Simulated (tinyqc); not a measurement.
Coupling ratio and rate constant from the late transient.

Inverse problem. Long after the knee a floating-gate cell follows U = Vg - (tox/ag) B/ln(K t). Find K and ag.

Values chosen for this exercise:
- tox = 6.1 nm (tunnel oxide thickness)
- Vg = 11.4 V (control-gate voltage)

U at t = 0.003 and 0.3 s (V): [1.4325220, 2.8571343]
B = 25.720705 V/nm

Solution. 1/(Vg - U) is linear in ln t; the ratio of the two values gives ln(K t_a), and either value gives ag.

K = 3.28e14 1/s
ag = 0.570

tinyqc, about 0.01 s, one thread, Intel Xeon 2.30GHz (shared host): `OMP_NUM_THREADS=1 python tinyqc.py 2130074 2130075 out.jsonl`
